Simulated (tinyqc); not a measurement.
# One electron in a tunnel-coupled double dot: charge qubit, sensing and quantum capacitance: effects of single changes

Basis (left, right), H = [[ep/2, tc], [tc, -ep/2]], splitting Om = sqrt(ep^2 + 4 tc^2), ep = al times the gate voltage. In equilibrium the electron is on the right with the chance P_R = [1 + (ep/Om) tanh(Om/2 kB T)]/2.

Values chosen for this exercise:

| symbol | value | unit | meaning |
|---|---|---|---|
| tc | 15 | ueV | tunnel coupling |
| T | 0.33 | K | electron temperature |
| al | 0.44 | eV/V | lever arm of the gate on the detuning |
| f0 | 668 | MHz | resonator frequency |
| se | 1.8 | ueV | deviation of quasi-static detuning noise |

Constants: q = 1.602176634e-19 C, kB = 1.380649e-23 J/K, hbar = 1.054571817e-34 J s, h = 6.62607015e-34 J s, Vt = kB T/q. Results are converted to the units shown.

Each table varies one quantity; the others keep the values above.

## Coherence against detuning

Noise in ep shifts Om by (ep/Om) d + (2 tc^2/Om^3) d^2. For Gaussian d of deviation se the spread of Om is sqrt[(ep se/Om)^2 + 2 (2 tc^2 se^2/Om^3)^2], and T2* is estimated as sqrt(2) hbar/spread; Om T2*/h counts the oscillations within T2*.

Coherence against detuning:
```
ep (ueV)	Om (ueV)	T2* (ns)	oscillations within T2*
0	30.000	12.189	88.419
0.75	30.009	10.510	76.261
1.5	30.037	7.9044	57.410
3	30.150	4.7916	34.932
6	30.594	2.5837	19.113
12	32.311	1.3867	10.834
22	37.202	0.87387	7.8608
45	54.083	0.62150	8.1275
90	94.868	0.54511	12.504
```

T2* falls from 12.2 to 0.545 ns, towards sqrt(2) hbar/se = 0.517 ns far from the anticrossing; the first row is 22.4 times the last. First and second order are equal near ep = sqrt(2) se/2 = 1.27 ueV.

## Peak signal against tunnel coupling

At ep = 0: q^2 al^2 dP_R/d(ep) splits into Cq = q^2 al^2 (2 tc^2/Om^3) tanh(Om/2 kB T) and Ct = q^2 al^2 (ep/Om)^2/(4 kB T cosh^2(Om/2 kB T)); Ct appears only if relaxation is faster than the drive. A resonator of frequency f0, capacitance Cp and quality factor Q shifts by df = -f0 Cq/(2 Cp) and its phase by -2 Q Cq/Cp. The slope dP_R/d(ep) there is tanh(tc/kB T)/(4 tc).

Peak signal against tunnel coupling:
```
tc (ueV)	tc/kB T	Cq (aF)	slope (1/ueV)	2 tc/h (GHz)
2.4	0.08440	272.0	0.008770	1.161
4.6	0.1618	270.3	0.008715	2.225
9.1	0.3200	263.7	0.008503	4.401
18	0.6330	241.3	0.007779	8.705
35	1.231	186.7	0.006020	16.93
69	2.426	110.6	0.003567	33.37
140	4.923	55.38	0.001786	67.70
270	9.495	28.72	9.259e-4	130.6
520	18.29	14.91	4.808e-4	251.5
```

The peak Cq falls from 272 to 14.9 aF: it levels off at q^2 al^2/(4 kB T) = 273 aF for weak coupling and goes as tc^(-1.00) between the last two rows. Below tc of about kB T the slope measures temperature rather than coupling. For tc = 2.4 2 tc/h is less than three times the drive frequency f0, so the electron cannot follow adiabatically.

Numbers from tinyqc (`OMP_NUM_THREADS=1 python tinyqc.py 2470113 2470114 out.jsonl`; about 0.01 s on one thread of a shared Intel Xeon 2.30GHz).
